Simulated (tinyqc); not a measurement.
Hubbard chain of 4 sites, step by step. One step of it, computed by the program tinyqc.

Task: Mean-field iteration 3. H(up) = T + U n(down), H(down) = T + U n(up); fill the lowest levels; n(new) = n + mixing (n(out) - n); E = tr T (rho up + rho down) + U sum n_up n_down of the output.

one-body matrix (hopping and site energies) (eV), lower triangle:
```
           1          2          3         4
1   0.000000
2  -1.910000   0.000000
3   0.000000  -1.910000   0.000000
4   0.000000   0.000000  -1.910000  0.000000
```

U = 9.800000 eV

electrons, up and down: 2  1

mixing = 0.200000

n(up) after iteration 2: 1 0.843966, 2 0.176625, 3 0.819313, 4 0.160095

n(down) after iteration 2: 1 0.014251, 2 0.565333, 3 0.039761, 4 0.444655

Give: levels, up; levels, down; energy; n(up) after iteration 3; n(down) after iteration 3.

Result:

levels, up (eV): -1.186  -0.086  4.876  6.823

levels, down (eV): 0.433  1.414  8.398  9.355

energy = -2.869 eV

n(up) after iteration 3: 1 0.859, 2 0.168, 3 0.821, 4 0.151

n(down) after iteration 3: 1 0.018, 2 0.564, 3 0.053, 4 0.416
